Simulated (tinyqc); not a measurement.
Changing the band mass m*: Froehlich polaron in a polar crystal. Computed by tinyqc, a small Python program. Command: `OMP_NUM_THREADS=1 python tinyqc.py 3009775 3009776 out.jsonl frohlich sweep`. One thread of a shared host (Intel(R) Xeon(R) Processor @ 2.30GHz), about 0.1 s of CPU time with the checks.

One electron in a parabolic band of mass m*, coupled to dispersionless LO phonons in the continuum model. Energies are in units of hbar omega unless marked, wave numbers in k_0 = sqrt(2 m* omega/hbar).

Inputs (values chosen for the exercise, modelled on zinc oxide):
```
quantity                          value  unit
LO phonon energy hbar omega        69.9   meV
eps_inf                            3.68     -
static dielectric constant eps_s   7.85     -
electron wave number k/k_0         0.64     -
```

Constants: hbar^2/(2 m_0) = 3.80998212 eV angstrom^2; e^2/(4 pi eps_0) = 14.39964548 eV angstrom.

Method:
- 1/eps* = 1/eps_inf - 1/eps_s; k_0 = sqrt(2 m* omega/hbar) = sqrt(m* hbar omega / (hbar^2/(2 m_0))) with m* in m_0; alpha = (e^2/(4 pi eps_0)) k_0/(2 eps* hbar omega); polaron length 1/k_0.
- At T = 0 and k < k_0: E(k) = (k/k_0)^2 - alpha arcsin(k/k_0)/(k/k_0); so E(0) = -alpha, 1/m_p = (1 - alpha/6)/m*, and the mean number of phonons in the cloud at k = 0 is alpha/2. The Lee-Low-Pines variational state gives the same E(0) and m_p = m* (1 + alpha/6).
- Feynman's bound: E(v, w) = 3 (v - w)^2/(4 v) - (alpha v/sqrt(pi)) int_0^infinity e^-u D(u)^(-1/2) du, D = w^2 u + ((v^2 - w^2)/v)(1 - e^(-v u)); integrals by 80 Gauss-Legendre points in s from 0 to 1 with u = 40 s^2.
- Minimise over v > w > 0 (simplex search); mass m_p/m* = 1 + (alpha v^3/(3 sqrt(pi))) int u^2 e^-u D^(-3/2) du.

One run for each value; columns: (1) band mass m* (m_0); (2) coupling constant alpha; (3) polaron energy, Feynman (meV); (4) m_p/m*, Feynman; (5) m_p/m*, Lee-Low-Pines; (6) polaron length 1/k_0 (angstrom):
```
(1)      (2)     (3)    (4)    (5)    (6)
0.040  0.403   -28.3  1.071  1.067  36.91
0.073  0.544   -38.3  1.099  1.091  27.33
0.130  0.726   -51.2  1.136  1.121  20.48
0.240  0.987   -69.9  1.192  1.164  15.07
0.450  1.351   -96.1  1.281  1.225  11.01
0.820  1.824  -130.7  1.415  1.304   8.15
1.500  2.467  -178.5  1.643  1.411   6.03
5.000  4.503  -338.5  3.121  1.751   3.30
```

Give the missing row, band mass m* (m_0) = 2.700.

Computed row; columns: (1) band mass m* (m_0); (2) coupling constant alpha; (3) polaron energy, Feynman (meV); (4) m_p/m*, Feynman; (5) m_p/m*, Lee-Low-Pines; (6) polaron length 1/k_0 (angstrom):
```
(1)      (2)     (3)    (4)    (5)   (6)
2.700  3.309  -242.9  2.064  1.552  4.49
```

Interpolating between the two neighbouring rows (the first column on a logarithmic scale, the others too where they are positive) misses most in m_p/m*, Feynman, by 8.9 %. Over the rows, coupling constant alpha rises from 0.403 to 4.50 (exponent d ln y / d ln x about 0.50 throughout); polaron energy, Feynman (meV) falls from -28.3 to -339 (exponent d ln y / d ln x 0.50 between the first rows and 0.54 between the last); m_p/m*, Feynman rises from 1.07 to 3.12 (exponent d ln y / d ln x 0.043 between the first rows and 0.67 between the last). The exponent of coupling constant alpha stays at 0.50: alpha goes as sqrt(m*). The exponent of polaron length 1/k_0 stays at -0.50: the length goes as m*^(-1/2). A heavy electron is slow enough for the ions to follow. The Feynman mass is 1.004 times the Lee-Low-Pines one in the first row and 1.78 in the last (alpha = 4.5); the energy starts as -alpha hbar omega and gains an alpha^2 term.

Caution (rows 2.70, 5.00): for these m* and hbar omega the length 1/k_0 is under 5 angstrom, near a lattice spacing, where the continuum model loses its footing. Caution (rows 2.70, 5.00): second-order results are out of their range at this coupling; the perturbative mass diverges at alpha = 6.
